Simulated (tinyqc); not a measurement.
Inside a calculation. Method: Hubbard ring of 3 sites. One step of it, computed by the program tinyqc.

Problem. Mean-field iteration 3. H(up) = T + U n(down), H(down) = T + U n(up); fill the lowest levels; n(new) = n + mixing (n(out) - n); E = tr T (rho up + rho down) + U sum n_up n_down of the output.

one-body matrix (hopping and site energies) (eV):
```
           1          2          3
1   0.000000  -1.110000  -1.110000
2  -1.110000   0.000000  -1.110000
3  -1.110000  -1.110000   0.000000
```

U = 1.500000 eV

electrons, up and down: 2  1

mixing = 1

n(up) after iteration 2: 1 0.852417, 2 0.295166, 3 0.852417

n(down) after iteration 2: 1 0.260217, 2 0.479565, 3 0.260217

Give: levels, up; levels, down; energy; n(up) after iteration 3; n(down) after iteration 3.

Solution.

levels, up (eV): -1.7270  1.5003  1.7267

levels, down (eV): -1.2701  1.8814  2.3886

energy = -2.3743 eV

n(up) after iteration 3: 1 0.8542, 2 0.2917, 3 0.8542

n(down) after iteration 3: 1 0.2717, 2 0.4565, 3 0.2717
